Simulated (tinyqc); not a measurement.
Bias-temperature instability, empirical power law with universal recovery: one step of the calculation.

Threshold-voltage shift at the end of a stress: dV = A (V/V0)^g exp[-(Ea q/kB)(1/T - 1/T0)] (t/1 s)^n. After a delay tr the permanent share pp stays and the rest falls by r = 1/(1 + B (tr/t)^be). An empirical model: its parameters are fits, not properties.

Problem. What a delayed measurement sees. At V0 and T0, measured shift = dV [pp + (1 - pp) r]; the apparent exponent is the slope of ln(shift) against ln t between the first and last point.

Inputs (values chosen for the exercise): reference stress voltage V0 = 1.4 V; reference temperature T0 = 398 K; shift after 1 s at V0 and T0 A = 8.2 mV; time exponent n = 0.2; voltage exponent g = 6.2; apparent activation energy of the shift Ea = 0.11 eV; permanent share pp = 0.14; recovery scale B = 1.3; recovery dispersion be = 0.1; delay before the measurement tr = 10 s.

Constants: q = 1.602176634e-19 C, kB = 1.380649e-23 J/K. Results are converted to the units shown.

t, point 0 to 2 (s): [10, 100, 1000]

Give: dV; share left; measured; apparent n.

Solution.

dV, point 0 to 2 (mV): [12.996, 20.597, 32.645]
share left, point 0 to 2: [0.51391, 0.56310, 0.61246]
measured, point 0 to 2 (mV): [6.6789, 11.598, 19.994]
apparent n = 0.23810

The delay hides 38.8 % of the last shift and raises the exponent from 0.2 to 0.238, since short stresses recover by a larger share.

Computed by the program tinyqc: `OMP_NUM_THREADS=1 python tinyqc.py 2070134 2070135 out.jsonl`, one thread of a shared Intel Xeon 2.30GHz, about 0.01 s for the whole run.
